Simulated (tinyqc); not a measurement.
Changing the energy relaxation time tau_E: velocity overshoot from momentum and energy balance equations after a field step. Computed by tinyqc, a small Python program. Command: `OMP_NUM_THREADS=1 python tinyqc.py 3025179 3025180 out.jsonl overshoot sweep`. One thread of a shared host (Intel(R) Xeon(R) Processor @ 2.30GHz), about 0.02 s of CPU time with the checks.

At t = 0 the field jumps from 0 to F in a uniform sample. v is the drift velocity and u = w - (3/2) k_B T the excess energy per carrier.

Inputs (values chosen for the exercise, modelled on electrons in silicon except for tau_E):
```
quantity                 value        unit
effective mass m          0.25         m_0
low-field mobility mu_0   1500  cm^2/(V s)
saturation velocity v_s    1.1    1e7 cm/s
field after the step F      15       kV/cm
lattice temperature T      300           K
time step dt               4.5          fs
```

Scheme: implicit in the damping.

Constants: m_0 = 9.1093837015e-31 kg; e = 1.602176634e-19 C; k_B = 8.617333262e-05 eV/K.

Method:
- dv/dt = e F/m - v/tau_m(u), du/dt = e F v - u/tau_E, tau_m(u) = tau_0/(1 + c u), tau_0 = m mu_0/e, c = mu_0/(e tau_E v_s^2); this choice gives the steady state v (1 + mu_0 F v/v_s^2) = mu_0 F, which saturates at v_s. Steady velocity v = 2 mu_0 F/(1 + sqrt(1 + 4 (mu_0 F/v_s)^2)); u = e F v tau_E; carrier temperature T + 2u/(3 k_B), neglecting the drift energy m v^2/2.
- Step: v_new = (v + dt e F/m)/(1 + dt/tau_m(u)), u_new = (u + dt e F v_new)/(1 + dt/tau_E). Start v = u = 0; the distance adds dt (v + v_new)/2.
- Run to 8 times the larger of tau_E and tau_0, but at most 20001 steps, and stop early if |v| > 1000 v_s or u < -1/(2c); the run is accepted if the last v is within 0.5 % of the steady value.

One run for each value; columns: (1) energy relaxation time tau_E (ps); (2) peak over steady velocity; (3) time of the peak (fs); (4) distance at the peak (nm); (5) steady carrier temperature (K):
```
(1)      (2)    (3)     (4)     (5)
0.10  1.1313  202.5  13.777   400.2
0.15  1.2072  211.5  15.172   450.3
0.24  1.3098  234.0  18.271   540.5
0.36  1.4081  256.5  21.574   660.7
0.55  1.5179  283.5  25.773   851.1
0.85  1.6352  315.0  30.965  1151.7
1.30  1.7513  355.5  37.878  1602.7
2.00  1.8675  400.5  46.036  2304.1
```

Describe and explain the trends.

Over the rows, peak over steady velocity rises from 1.13 to 1.87 (exponent d ln y / d ln x 0.16 between the first rows and 0.15 between the last); time of the peak (fs) rises from 202 to 400 (exponent d ln y / d ln x 0.11 between the first rows and 0.28 between the last); distance at the peak (nm) rises from 13.8 to 46.0 (exponent d ln y / d ln x 0.24 between the first rows and 0.45 between the last). The steady velocity is the same in every row; a longer tau_E delays the heating and so lets v climb further towards mu_0 F.

Extremes, crossings and ranges named in words are read from the listed rows.
